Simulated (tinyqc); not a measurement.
Semiconductor laser, carrier and photon rate equations: effect of the confinement factor on threshold and bandwidth.

Carrier density N and photon density S in one mode: dN/dt = F1 = eta I/(q V) - (A N + B N^2 + C N^3) - vg g S; dS/dt = F2 = G vg g S + G be B N^2 - S/tp, with g = g0 ln(N/Ntr)/(1 + ec S). Output power P = Fo Eph S V/(G tp). No heating, no carrier transport.

gth = 1/(G vg tp), Nth = Ntr exp(gth/g0), Ith = q V (A Nth + B Nth^2 + C Nth^3)/eta. N and S are the steady state (F1 = F2 = 0, S > 0). Jacobian, with a = g0/(N (1 + ec S)) and d = g/(1 + ec S): J11 = -(A + 2 B N + 3 C N^2) - vg a S, J12 = -vg d, J21 = G vg a S + 2 G be B N, J22 = G vg d - 1/tp. wR^2 = det J, gamma = -trace J, fR = wR/(2 pi); the response wR^2/(wR^2 - w^2 + i gamma w) falls to 1/sqrt(2) at w^2 = x + sqrt(x^2 + wR^4), x = wR^2 - gamma^2/2 (f3dB = w/(2 pi)).

Values chosen for this exercise:

| symbol | value | unit | meaning |
|---|---|---|---|
| V | 2.7e-11 | cm^3 | active volume |
| vg | 7.33e9 | cm/s | group velocity |
| g0 | 1200 | 1/cm | gain coefficient |
| Ntr | 2.1e18 | cm^-3 | transparency density |
| ec | 7.4e-18 | cm^3 | gain compression |
| tp | 2.4 | ps | photon lifetime |
| A | 1.1e8 | 1/s | defect recombination coefficient |
| B | 1.1e-10 | cm^3/s | radiative coefficient |
| C | 4.1e-30 | cm^6/s | Auger coefficient |
| be | 9.4e-5 |  | share of spontaneous emission into the mode |
| eta | 0.71 |  | injection efficiency |
| Fo | 0.43 |  | share of cavity losses that is output |
| Eph | 0.8 | eV | photon energy |
| I | 100 | mA | drive current |

Constants: q = 1.602176634e-19 C. Results are converted to the units shown.

Result of one run:
```
Ith (mA)  P (mW)  fR (GHz)  gamma (1/ns)  f3dB (GHz)
23.68      18.52     5.403         9.223       8.286
```

Which confinement factor G gave this result: 0.033, 0.054, 0.089 or 0.11?

G = 0.054.

The whole series:
```
G      Ith (mA)  P (mW)  fR (GHz)  gamma (1/ns)  f3dB (GHz)
0.033     75.25   5.925     1.839         4.388       2.785
0.042     39.37   14.64     3.760         6.454       5.765
0.054     23.68   18.52     5.403         9.223       8.286
0.069     16.28   20.36     7.017         12.78       10.74
0.089     12.11   21.40     8.791         17.63       13.41
0.11      10.00   21.92     10.37         22.79       15.77
```

As G goes from 0.033 to 0.11, Ith falls from 75.2 to 10.0 mA, fR rises from 1.84 to 10.4 GHz, gamma rises from 4.39 to 22.8 1/ns and f3dB rises from 2.78 to 15.8 GHz.

Numbers from tinyqc (`OMP_NUM_THREADS=1 python tinyqc.py 2840108 2840109 out.jsonl`; about 0.01 s on one thread of a shared Intel Xeon 2.30GHz).
